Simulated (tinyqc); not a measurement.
Absorption edge of a degenerate semiconductor, band filling against gap narrowing: two steps of the calculation.

n-type, parabolic bands, full ionisation. eta = (EF - Ec)/kB T solves N = Nc F12(eta), F12(x) = (2/sqrt(pi)) int_0^infinity sqrt(u)/(1 + exp(u - x)) du. The gap shrinks rigidly by dEg = a3 y^(1/3) + a4 y^(1/4) + a2 y^(1/2), y = N/1e18 cm^-3, an empirical law that is here taken as the true narrowing.

Inputs (values chosen for the exercise); band and dielectric values close to those of gallium arsenide:
- T = 300 K (temperature)
- Eg = 1.41 eV (band gap)
- Nc = 4.25e17 cm^-3 (conduction-band density of states at 300 K, from me)
- me = 0.0659 m0 (electron mass)
- mh = 0.508 m0 (hole mass)
- N = 6.4e16 cm^-3 (ionised donor density)
- a3 = 15.1 meV (coefficient of (N/1e18)^(1/3))
- a4 = 4.2 meV (coefficient of (N/1e18)^(1/4))
- a2 = 3 meV (coefficient of (N/1e18)^(1/2))

Constants: q = 1.602176634e-19 C, kB = 1.380649e-23 J/K, h = 6.62607015e-34 J s, c = 299792458 m/s, Vt = kB T/q. Results are converted to the units shown.

Task 1. Fermi level. Newton step on ln F12(eta) = ln(N/Nc): eta(new) = eta - ln(Nc F12/N) F12/Fm, Fm(x) = dF12/dx = (1/sqrt(pi)) int_0^infinity u^(-1/2)/(1 + exp(u - x)) du.

eta at the start (Boltzmann value) = -1.8932

Find: F12; Fm; eta after iteration 1.

Result 1.

F12 = 0.14317
Fm = 0.13630
eta after iteration 1 = -1.8401

Task 2. The optical edge. Vertical transitions need an empty final state: the edge is taken where the state lies 4 kB T below EF, E_opt = Eg - dEg + (1 + me/mh) max(eta - 4, 0) kB T; wavelength h c/(q E_opt).

converged eta = -1.8400769

Give: dEg; EF - Ec; filling shift; E_opt; wavelength.

Result 2.

dEg = 8.9114 meV
EF - Ec = -47.570 meV
filling shift = 0 meV
E_opt = 1.4011 eV
wavelength = 884.91 nm

The edge lies 8.91 meV below the undoped gap: narrowing outweighs filling.

Range of the model: Band tails, non-parabolic bands and incomplete ionisation are left out.

tinyqc, about 0.01 s, one thread, Intel Xeon 2.30GHz (shared host): `OMP_NUM_THREADS=1 python tinyqc.py 2330122 2330123 out.jsonl`
